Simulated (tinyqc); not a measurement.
Sublattice potential against complex hopping: Haldane model. Computed by the program tinyqc. 

Honeycomb lattice:
```
parameter      value
t1 (eV)     1.430000
t2 (eV)     0.150000
phi (rad)  -1.690000
```

H_AA = delta - 2 t2 sum cos(k.b + phi), H_BB = -delta - 2 t2 sum cos(k.b - phi), H_AB = -t1 (1 + exp(-i k.a1) + exp(-i k.a2)), b = a1, a2 - a1, -a2, m = 3 sqrt3 t2 sin(phi); the sign of the Chern number follows the orientation k1 then k2.

Gaps at the two valleys (eV) and Chern number of the lower band (12 x 12 mesh):
```
delta    gap 2|delta - m|  gap 2|delta + m|  Chern number
-1.3930            1.2382            4.3338             0
-1.0060            0.4642            3.5598             0
-0.4640            0.6198            2.4758             1
0.0000             1.5478            1.5478             1
0.3100             2.1678            0.9278             1
0.5800             2.7078            0.3878             1
0.9670             3.4818            0.3862             0
1.5480             4.6438            1.5482             0
```

Here |m| = 0.7739 eV. For |delta| < |m| the two valleys have masses of opposite sign and the Chern number is +/-1; one gap closes at |delta| = |m|, and beyond it the band is trivial.
